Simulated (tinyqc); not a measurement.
Mesh size and shift: special k points of the simple cubic lattice.

Lattice vectors in units of a: a1 = (1, 0, 0), a2 = (0, 1, 0), a3 = (0, 0, 1); reciprocal vectors b_i with a_i . b_j = 2 pi delta_ij. Mesh: k = sum_i f_i b_i with f_i = (2 j_i + shift)/(2 N), j_i = 0 .. N-1. The point group of the lattice has 48 operations; only those that map the mesh onto itself are used.

A_m(k) = sum over the m-th star of lattice vectors R of cos(k . R), stars in order of length: m = 1: |R|^2 = 1, 6 vectors, such as (1, 0, 0) in the basis a_i; m = 2: |R|^2 = 2, 12 vectors, such as (1, 1, 0) in the basis a_i; m = 3: |R|^2 = 3, 8 vectors, such as (1, 1, 1) in the basis a_i; m = 4: |R|^2 = 4, 6 vectors, such as (2, 0, 0) in the basis a_i; m = 5: |R|^2 = 5, 24 vectors, such as (2, 1, 0) in the basis a_i; m = 6: |R|^2 = 6, 24 vectors, such as (2, 1, 1) in the basis a_i. The zone mean of every A_m is zero.

Test function, the lower band of a two-band insulator: E(k) = -sqrt(D^2 + (e0 - t A_1(k))^2).
Inputs chosen for the exercise: D = 2.79 eV (half gap term); t = 0.67 eV (coupling); e0 = 1.15 eV (offset).

Errors of the mean of E against the unshifted mesh with N = 24. The fifth column is |R|^2 of the shortest star with a non-zero mean.

Meshes:

| mesh | points | irreducible | operations | \|R\|^2 missed | error (meV) |
|---|---|---|---|---|---|
| 1 Gamma | 1 | 1 | 48 | 1.00 | -629.329 |
| 1 shifted | 1 | 1 | 48 | 1.00 | -2501.481 |
| 2 Gamma | 8 | 4 | 48 | 4.00 | -312.382 |
| 2 shifted | 8 | 1 | 48 | 4.00 | 355.581 |
| 3 Gamma | 27 | 4 | 48 | 9.00 | -13.953 |
| 3 shifted | 27 | 4 | 48 | 9.00 | 12.698 |
| 4 Gamma | 64 | 10 | 48 | 16.00 | 1.507 |
| 4 shifted | 64 | 4 | 48 | 16.00 | -1.408 |
| 5 Gamma | 125 | 10 | 48 | 25.00 | 0.153 |
| 5 shifted | 125 | 10 | 48 | 25.00 | -0.167 |
| 6 Gamma | 216 | 20 | 48 | 36.00 | -0.003 |
| 6 shifted | 216 | 10 | 48 | 36.00 | 0.005 |

reference mean = -3.37330 eV

What does the comparison show, and why?

The shifted mesh has the smaller error for 2 of 6 values of N and the larger for 4. The cheapest mesh within 1 meV is 5 Gamma, 5 shifted and 6 shifted, with 10 irreducible points. A mesh misses the lattice vectors N (n1 a1 + n2 a2 + ...); the half shift gives each the sign (-1)^(n1 + n2 + ...), so the 6 shortest ones add up to -6 in place of 6: their term only changes sign. The shift keeps the full symmetry; it leaves fewer irreducible points for N = 2, 4 and 6.

Program tinyqc; command `OMP_NUM_THREADS=1 python tinyqc.py 1682664 1682665 out.jsonl`; about 0.1 s on one thread of a shared Intel(R) Xeon(R) Processor @ 2.30GHz.
